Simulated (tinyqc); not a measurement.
From results to parameters: Morse oscillator. Computed by the program tinyqc.

Problem. A Morse oscillator has levels we (n + 1/2) - wexe (n + 1/2)^2 with wexe = we^2/(4 De) and we = a sqrt(2 De/m) in atomic units (1 hartree = 219474.63 cm^-1 = 27.211386 eV, 1 u = 1822.888 electron masses). Find we, wexe, De and a.

spacings 0-1 and 1-2 (cm^-1): 684.386347  677.218402
reduced mass = 10.750027 u

Solution. The spacings are we - 2 wexe and we - 4 wexe, so their difference is 2 wexe; De = we^2/(4 wexe) and a = sqrt(2 m wexe).

we, wexe (cm^-1): 691.554  3.584
De = 4.136 eV
a = 0.800 1/bohr
